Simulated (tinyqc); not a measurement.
# Changing the metal thickness h

Model: growth of a silicide layer between metal and silicon: linear-parabolic kinetics, ramp anneals and Kissinger analysis. Computed by tinyqc, a small Python program. Command: `OMP_NUM_THREADS=1 python tinyqc.py 3031579 3031580 out.jsonl silicide sweep`. One thread of a shared host (Intel(R) Xeon(R) Processor @ 2.30GHz), about 0.2 s of CPU time with the checks.

One compound layer of thickness x grows by diffusion through itself and reaction at an interface, dx/dt = 1/(2x/K + 1/v), until the metal is used up at x = a h.

Inputs (values chosen for the exercise, modelled on CoSi2):
```
quantity                                  value          unit
silicide formed per metal thickness a      3.52             -
silicon consumed per metal thickness b     3.64             -
prefactor of the parabolic constant K   3.1e+14        nm^2/s
activation energy E of K                    2.4            eV
prefactor of the interface velocity v   2.8e+15          nm/s
activation energy E_v                      2.64            eV
temperature T                               590             C
time t                                       16             s
ramp rate beta                              0.5           C/s
silicide resistivity                         16  micro-ohm cm
junction depth x_j                           24            nm
```

Constants: k_B = 8.617333262e-05 eV/K.

Method:
- The silicide ends at the thickness a h.
- Silicon consumed b h, sheet resistance rho/(final thickness) with 1 micro-ohm cm/nm = 10 ohm; margin to the junction x_j - b h.
- K = K0 exp(-E/(k_B T)), v = v0 exp(-E_v/(k_B T)).
- Temperatures in kelvin are T(C) + 273.15.
- x^2/K + x/v = t, so x = (K/(2v)) [sqrt(1 + 4 v^2 t/K) - 1], capped at a h; completion time t_c = (a h)^2/K + a h/v, a h being the final thickness; crossover thickness K/v.
- Ramp from x = 0 at 100 C at the rate beta: dx/dT = (1/beta)/(2x/K + 1/v), integrated adaptively (tolerance 1e-9) until x = a h at T_f.

One run for each value; columns: (1) metal thickness h (nm); (2) completion time (s); (3) completion temperature T_f (C); (4) sheet resistance (ohm/square); (5) silicon consumed (nm):
```
(1)          (2)    (3)    (4)      (5)
1.0    7.385e+00  547.2  45.45    3.640
1.9    2.108e+01  570.1  23.92    6.916
3.8    7.190e+01  599.6  11.96   13.832
7.3    2.434e+02  631.6   6.23   26.572
14.0   8.532e+02  667.4   3.25   50.960
27.0   3.092e+03  707.4   1.68   98.280
53.0   1.175e+04  752.5   0.86  192.920
100.0  4.153e+04  799.0   0.45  364.000
200.0  1.655e+05  854.8   0.23  728.000
```

Describe and explain the trends.

Over the rows, completion time (s) rises from 7.38 to 165000 (exponent d ln y / d ln x 1.6 between the first rows and 2.0 between the last); completion temperature T_f (C) rises from 547 to 855; sheet resistance (ohm/square) falls from 45.5 to 0.227 (exponent d ln y / d ln x about -1.0 throughout). At the high end the exponent of completion time is 1.99, close to 2: diffusion control. The exponent of sheet resistance stays at -1: R_s = rho/(a h). A thicker film lowers R_s but eats further into the junction.

Caution (rows 1.00, 1.90, 3.80): so thin a film has a resistivity above the bulk value and tends to agglomerate. Caution (all rows): a disilicide really forms through metal-rich phases and by nucleation, not as one layer from the metal.

Extremes, crossings and ranges named in words are read from the listed rows.
